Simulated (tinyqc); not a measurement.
Numerical transform against the formula: Lorentz oscillators and the Kramers-Kronig relations.

eps(E) = 1 + sum_j S_j/(E0_j^2 - E^2 - i G_j E).

Kramers-Kronig: eps1(E) = 1 + (2/pi) P integral_0^infinity E1 eps2(E1)/(E1^2 - E^2) dE1. Maclaurin rule on the grid E_j = j h, j = 1 .. M: eps1(E_i) = 1 + (4 h/pi) sum over j with j - i odd of E_j eps2(E_j)/(E_j^2 - E_i^2); nothing is added above E_M.

Inputs chosen for the exercise (line positions loosely like those of SiC; Lorentz tails absorb below the gap, where the real solid is clear; not measured data):
```
symbol  value                unit  meaning
E0      (5.71, 7.2, 9.16)    eV    resonances
G       (1, 1.01, 2.47)      eV    widths
S       (58.2, 164.6, 86.4)  eV^2  strengths
h       0.8                  eV    grid step
M       30                         grid points E_j = j h
```

Every third grid point is listed; the error is the transform minus the formula.

Dielectric function:
```
E (eV)    eps2  eps1 formula  eps1 transform   error
1.60     0.264         7.328           8.984   1.656
4.00     1.491        10.094           8.141  -1.953
6.40    10.658         9.564          12.084   2.520
8.80     5.889        -4.902          -3.276   1.626
11.20    1.370        -3.244          -4.126  -0.882
13.60    0.416        -1.372          -0.995   0.377
16.00    0.191        -0.537          -0.880  -0.343
18.40    0.107        -0.090           0.083   0.173
20.80    0.067         0.181          -0.015  -0.197
23.20    0.045         0.360           0.450   0.090
```

The largest error listed is +2.520 at 6.40 eV. The rule samples every 2h = 1.6 eV and the narrowest line is 1 eV wide, so it is not resolved. The grid ends at 24 eV, where eps2 is still 0.040; the error at the last point listed, nearest the missing tail, is +0.090.

Program tinyqc; command `OMP_NUM_THREADS=1 python tinyqc.py 1680993 1680994 out.jsonl`; about 0.2 s on one thread of a shared Intel(R) Xeon(R) Processor @ 2.30GHz.
